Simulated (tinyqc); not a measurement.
# CMOS latch-up, two-transistor model, step by step

Numbers from tinyqc (`OMP_NUM_THREADS=1 python tinyqc.py 2670149 2670150 out.jsonl`; about 0.06 s on one thread of a shared Intel Xeon 2.30GHz). Printed values are rounded.

A parasitic pnp (emitter at Vdd, base shunted by Rw) and npn (emitter at ground, base shunted by Rs) feed each other: the npn collector current flows out of the pnp base node, the pnp collector current into the npn base node. Forward-active transistors with constant gains: Icn = Isn exp(Vn/Vt), Icp = Isp (exp(Vp/Vt) - 1). A current Ii is injected into the npn base node.

Values chosen for this exercise; values close to those of bulk CMOS:
- T = 350 K (temperature)
- bn = 11.3 (current gain of the npn)
- bp = 3.4 (current gain of the pnp)
- Isn = 8.5e-13 A (saturation current of the npn at T)
- Isp = 5.5e-13 A (saturation current of the pnp at T)
- Rs = 130 ohm (substrate resistance shunting the npn)
- Rw = 3800 ohm (well resistance shunting the pnp)
- R2 = 130 ohm (resistance from the pnp collector to the npn base)
- Von = 0.62 V (base-emitter voltage in the on state)
- Vsat = 0.19 V (saturation voltage)
- Vdd = 1.2 V (supply voltage)
- Ii = 3.14 mA (current injected into the substrate)

Constants: q = 1.602176634e-19 C, kB = 1.380649e-23 J/K, Vt = kB T/q. Results are converted to the units shown.

## Holding current and voltage

On state with both base-emitter voltages at Von: npn base current Ib = (Von/Rs + bp Von/Rw)/(bn bp - 1), holding current Ih = (bn + 1) Ib + Von/Rs, holding voltage Vh = Vsat + Von + R2 (Ib + Von/Rs).

bn bp = 38.42
Ib = 0.1422760 mA
Ih = 6.519225 mA
Vh = 1.448496 V

Vh is above Vdd = 1.2 V, so the supply cannot sustain a latched state.

## The off branch

| point | Vn (V) |
|---|---|
| 0 | 0.372 |
| 1 | 0.452 |
| 2 | 0.502 |
| 3 | 0.532 |
| 4 | 0.552 |
| 5 | 0.572 |
| 6 | 0.587 |
| 7 | 0.602 |

Node equations: Vp/Rw + Icp/bp = Icn and Vn/Rs + Icn/bn = Icp + Ii. Loop gain G = gn gp/[(1/Rw + gp/bp)(1/Rs + gn/bn)], gn = Icn/Vt, gp = (Icp + Isp)/Vt; the off state ends where G = 1, and Ii there is the trigger current. For each Vn: Icn, then Vp from the first equation, then Ii from the second.

| point | Icn (mA) | Vp (V) | Icp (mA) | Ii (mA) | G |
|---|---|---|---|---|---|
| 0 | 1.9319e-4 | 7.3412e-4 | 1.3551e-11 | 2.8616 | 5.9119e-11 |
| 1 | 0.0027411 | 0.010416 | 2.2688e-10 | 3.4772 | 1.1552e-9 |
| 2 | 0.014385 | 0.054662 | 2.8187e-9 | 3.8628 | 2.6171e-8 |
| 3 | 0.038894 | 0.14780 | 7.3333e-8 | 4.0957 | 1.5377e-6 |
| 4 | 0.075486 | 0.28684 | 7.4242e-6 | 4.2528 | 2.9577e-4 |
| 5 | 0.14651 | 0.53021 | 0.023720 | 4.3892 | 0.95121 |
| 6 | 0.24091 | 0.60447 | 0.27823 | 4.2585 | 2.9475 |
| 7 | 0.39613 | 0.63550 | 0.77824 | 3.8876 | 4.8742 |

Ii peaks at 4.389 mA, at Vn = 0.5723 V where G = 1; beyond it the loop feeds itself.

## Iteration 1: response to the injected current, once round the loop per iteration

Vn at the start = 0.42 V

Icn = Isn exp(Vn/Vt); Vp solves Vp/Rw + Icp/bp = Icn; Vn(new) solves Vn/Rs + (Isn/bn) exp(Vn/Vt) = Icp + Ii.

Icn = 9.487521e-4 mA
Vp = 0.003605258 V
Icp = 6.983503e-11 mA
Vn after iteration 1 = 0.4081926 V

## Course of the iteration: response to the injected current, once round the loop per iteration

Stop when Vn changes by less than 1e-9 V, or after 150 iterations. Vn must stay below 1.1 V.

Course of the iteration:

| iteration | Vn (V) | \|change\| (V) |
|---|---|---|
| 1 | 0.4081926 | 0.0118 |
| 2 | 0.4081926 | 3.06e-12 |

Converged in 2 iterations. The change falls from 0.012 in the first iteration to below the tolerance in the last. An off state exists, since Ii is below the trigger current, the largest Ii that the node equations allow, 4.389 mA.
